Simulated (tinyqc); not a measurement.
Width of the well: hydrogenic donor in a hard-walled well (variational).

Trial function cos(pi z/L) exp(-r/lam), r measured from the donor at zi, walls at +/- L/2, one eps everywhere. Counted from the lowest subband, E(lam) = c/(m lam^2) - (q/eps) I0/I1, with I0 the integral of cos^2(pi z/L) exp(-2|z - zi|/lam) over the well and I1 the same with the factor (|z - zi| + lam/2); c = hbar^2/2m0, q = e^2/(4 pi eps0). The binding energy is -E at the minimum.

Constants: hbar^2/2m0 = 3.80998211 eV angstrom^2; e^2/(4 pi eps0) = 14.39964547 eV angstrom.

Values chosen for the exercise (out of a larger set: near those of GaN; not measured data):
- m = 0.2 m0 (mass)
- eps = 9.6 (dielectric constant)
- Ls = (4, 13, 26, 43, 84, 202, 311) angstrom (widths)

Ry* = 29.5262 meV
a* = 25.401 angstrom

Donor at the centre and at the wall (zi = L/2).

Binding:

| L (angstrom) | L/a* | centre (meV) | in Ry* | wall (meV) | in Ry* | centre/wall |
|---|---|---|---|---|---|---|
| 4 | 0.16 | 101.18 | 3.427 | 78.34 | 2.653 | 1.29 |
| 13 | 0.51 | 80.83 | 2.738 | 50.45 | 1.709 | 1.60 |
| 26 | 1.02 | 65.99 | 2.235 | 35.77 | 1.211 | 1.84 |
| 43 | 1.69 | 55.46 | 1.878 | 27.04 | 0.916 | 2.05 |
| 84 | 3.31 | 43.44 | 1.471 | 18.20 | 0.617 | 2.39 |
| 202 | 7.95 | 33.55 | 1.136 | 11.04 | 0.374 | 3.04 |
| 311 | 12.24 | 31.37 | 1.062 | 9.17 | 0.310 | 3.42 |

What does the comparison show, and why?

At the centre the binding falls from 3.43 to 1.06 Ry*, between the limits 4 and 1. At the wall it falls from 2.65 to 0.31 Ry*, towards 1/4: the wall forces a node through the donor, as in a 2p state. With this trial function, which underbinds wall donors by about a tenth, the wall donor drops below the bulk value between 26 and 43 angstrom. The ratio grows from 1.29 to 3.42. Widths under about 15 angstrom lie outside envelope theory and serve only to show the limit.

Computed by tinyqc, a small Python program: `OMP_NUM_THREADS=1 python tinyqc.py 1281734 1281735 out.jsonl` (the numbers bound the seed that draws the inputs); one thread of a shared host (Intel(R) Xeon(R) Processor @ 2.30GHz), about 0.04 s for the whole set of steps.
